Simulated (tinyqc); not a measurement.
# Implanted layer, carriers, mobility and sheet resistance, step by step

Computed by the program tinyqc: `OMP_NUM_THREADS=1 python tinyqc.py 2110122 2110123 out.jsonl`, one thread of a shared Intel Xeon 2.30GHz, about 0.01 s for the whole run. Printed values are rounded.

A p-type layer from the surface x = 0 to the junction xj, N(x) = N0 exp(-(x - Rp)^2/(2 sg^2)). Local neutrality (no depletion at surface or junction, no spilling of carriers), intrinsic carriers neglected, full ionisation of active dopants.

Inputs (values chosen for the exercise); values close to those of boron in silicon over an n-type background:
- T = 350 K (temperature)
- Nb = 5.1e16 cm^-3 (background doping of the opposite type)
- N0 = 1.6e18 cm^-3 (peak chemical concentration)
- m1 = 43.4 cm^2/(V s) (mobility limit at high doping)
- m2 = 456 cm^2/(V s) (mobility limit at low doping, at 300 K)
- Nr = 2.27e17 cm^-3 (reference doping of the mobility law)
- am = 0.745 (exponent of the mobility law)
- bt = 2.5 (temperature exponent of m2)
- Ns = 1.96e20 cm^-3 (solubility limit of active dopant)
- sg = 51 nm (straggle after annealing)
- Rp = 30 nm (projected range)

Constants: q = 1.602176634e-19 C. Results are converted to the units shown.

## Junction depth and local values

xj = Rp + sg sqrt(2 ln(N0/Nb)); 13 equal steps from 0 to xj. Active dopant A = min(N, Ns); p = A - Nb; mobility mu = m1 + (m2 (T/300 K)^(-bt) - m1)/(1 + ((A + Nb)/Nr)^am).

xj = 163.887 nm

```
point   x (nm)   N (cm^-3)   A (cm^-3)  p (1e18 cm^-3)  mu (cm^2/(V s))
0        0.000  1.34581e18  1.34581e18         1.29481          98.1603
1       12.607  1.50960e18  1.50960e18         1.45860          94.6526
2       25.213  1.59297e18  1.59297e18         1.54197          93.0664
3       37.820  1.58130e18  1.58130e18         1.53030          93.2813
4       50.427  1.47668e18  1.47668e18         1.42568          95.3136
5       63.033  1.29724e18  1.29724e18         1.24624          99.3167
6       75.640  1.07205e18  1.07205e18         1.02105          105.571
7       88.247  8.33445e17  8.33445e17         0.78244          114.455
8      100.854  6.09538e17  6.09538e17         0.55854          126.348
9      113.460  4.19361e17  4.19361e17         0.36836          141.449
10     126.067  2.71418e17  2.71418e17         0.22042          159.448
11     138.674  1.65254e17  1.65254e17         0.11425          179.194
12     151.280  9.46520e16  9.46520e16         0.04365          198.633
13     163.887      5.1e16      5.1e16         0.00000          215.396
```

The mobility runs from 93.1 to 215 cm^2/(V s).

## Sheet quantities by the trapezoid rule

Dose = integral of N, carrier sheet density = integral of p, 1/Rs = q integral of p mu, mean mobility 1/(q Rs sheet density), Hall mobility (unit Hall factor) = integral of p mu^2 over integral of p mu, Hall sheet density = (integral of p mu)^2/integral of p mu^2; all from 0 to xj.

dose = 1.4651e13 cm^-2
carrier sheet density = 1.3816e13 cm^-2
Rs = 4374.3 ohm/square
mean mobility = 103.28 cm^2/(V s)
Hall mobility = 106.14 cm^2/(V s)
Hall sheet density = 1.3443e13 cm^-2

Carriers make up 94.3 % of the dose. A Hall measurement weights the mobile tail, so its sheet density is 2.7 % below the true one. With 4000 steps Rs = 4368 ohm/square; the coarse value is 0.15 % above it.
